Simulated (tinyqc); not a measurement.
Finite square well with mass mismatch (envelope functions), step by step. Values are carried at full precision from step to step, so a last printed digit may differ when a step is redone from the rounded ones.

A square well of width L and depth V0, mass mw inside and mb outside, energies from the bottom of the well, c = hbar^2/2m0. k = sqrt(mw E/c), kappa = sqrt(mb (V0 - E)/c). psi and psi'/m are continuous at the walls (BenDaniel-Duke), so level n solves k L + 2 atan[(k/mw)/(kappa/mb)] = n pi.

Constants: hbar^2/2m0 = 3.80998211 eV angstrom^2.

Parameters, chosen for this exercise (near those of a non-polar GaN well in AlGaN; not measured data):
```
symbol   value  unit      meaning
L        53     angstrom  well width
V0       0.705  eV        barrier height
mw       0.202  m0        mass in the well
mb       0.256  m0        mass in the barrier
alpha_w  0.19   1/eV      non-parabolicity in the well
alpha_b  0.21   1/eV      non-parabolicity in the barrier
```

## How many levels are bound

At E = V0 the arctangent equals pi/2, so level n is bound if k0 L > (n - 1) pi with k0 = sqrt(mw V0/c). Compare with the infinitely deep well, E1(hard) = c (pi/L)^2/mw.

k0 = 0.19333 1/angstrom
k0 L/pi = 3.2616
number of bound levels = 4
E1(hard) = 0.0663 eV

The count does not depend on mb. One more level binds at L = 65.0 angstrom.

## The lowest level by bisection

f(E) = k L + 2 atan[(k/mw)/(kappa/mb)] - pi rises with E. Twelve halvings of [0, V0]: keep the half in which f changes sign.

Bisection:
```
step  low (eV)  high (eV)  midpoint (eV)        k    kappa        f
1      0.00000    0.70500        0.35250  0.13671  0.15390   5.7929
2      0.00000    0.35250        0.17625  0.09667  0.18849   3.1345
3      0.00000    0.17625        0.08812  0.06835  0.20359   1.2857
4      0.00000    0.08812        0.04406  0.04833  0.21074  -0.0142
5      0.04406    0.08812        0.06609  0.05920  0.20719   0.6906
6      0.04406    0.06609        0.05508  0.05404  0.20897   0.3558
7      0.04406    0.05508        0.04957  0.05127  0.20986   0.1759
8      0.04406    0.04957        0.04682  0.04982  0.21030   0.0823
9      0.04406    0.04682        0.04544  0.04908  0.21052   0.0344
10     0.04406    0.04544        0.04475  0.04871  0.21063   0.0102
11     0.04406    0.04475        0.04441  0.04852  0.21068  -0.0019
12     0.04441    0.04475        0.04458  0.04862  0.21065   0.0041
```

After twelve halvings the bracket is V0/4096 = 0.172 meV wide.

## Bound levels

Solve the condition for each n (six at most). With A = cos(kL/2) for even and sin(kL/2) for odd levels, the probability in the barriers is Pb = (A^2/kappa)/(A^2/kappa + L/2 +/- sin(kL)/(2k)), + for even.

Levels:
```
n  parity  E (eV)  k (1/angstrom)  kappa (1/angstrom)      Pb
1    even  0.0445         0.04855             0.21067  0.0115
2     odd  0.1766         0.09678             0.18842  0.0482
3    even  0.3908         0.14393             0.14531  0.1235
4     odd  0.6573         0.18669             0.05659  0.3762
```

The lowest level lies at 67 % of the infinite-well value and decays into the barrier over 1/kappa = 4.7 angstrom. Above about 0.5 eV (from level 4 on) a parabolic band is a rough model.

## Mass in the plane and density of states

To first order in the in-plane energy, 1/m_par = (1 - Pb)/mw + Pb/mb for each subband. Each adds a step D = m_par/(2 pi c) to the density of states per area (spin included, one valley); 1/angstrom^2 = 1e16/cm^2.

Subbands:
```
n  m_par (m0)  D (1e13/(eV cm^2))
1      0.2025               8.459
2      0.2041               8.525
3      0.2074               8.664
4      0.2194               9.166
```

## Levels with energy-dependent masses

Non-parabolic bands: mw is replaced by mw (1 + alpha_w E) and mb by mb (1 - alpha_b (V0 - E)), in k, kappa and the matching condition alike.

Solve the same condition with the energy-dependent masses, and list the shift from the parabolic levels that exist in both.

Levels:
```
n  E (eV)  mass inside  mass outside  shift (meV)
1  0.0453       0.2037        0.2205          0.9
2  0.1757       0.2087        0.2275         -0.9
3  0.3755       0.2164        0.2383        -15.2
4  0.6155       0.2256        0.2512        -41.9
```

Level 1 moves by +0.9 meV and level 4 by -41.9 meV. The lighter mass deep in the barrier hardens the wall for low levels; the heavier mass in the well wins higher up.

## Checks

- Lowest level by finite differences (200 cells across the well) against the matching condition, eV: both 0.0445.

(tinyqc, `OMP_NUM_THREADS=1 python tinyqc.py 1280917 1280918 out.jsonl`, Intel(R) Xeon(R) Processor @ 2.30GHz, 1 thread, shared host, about 0.01 s.)
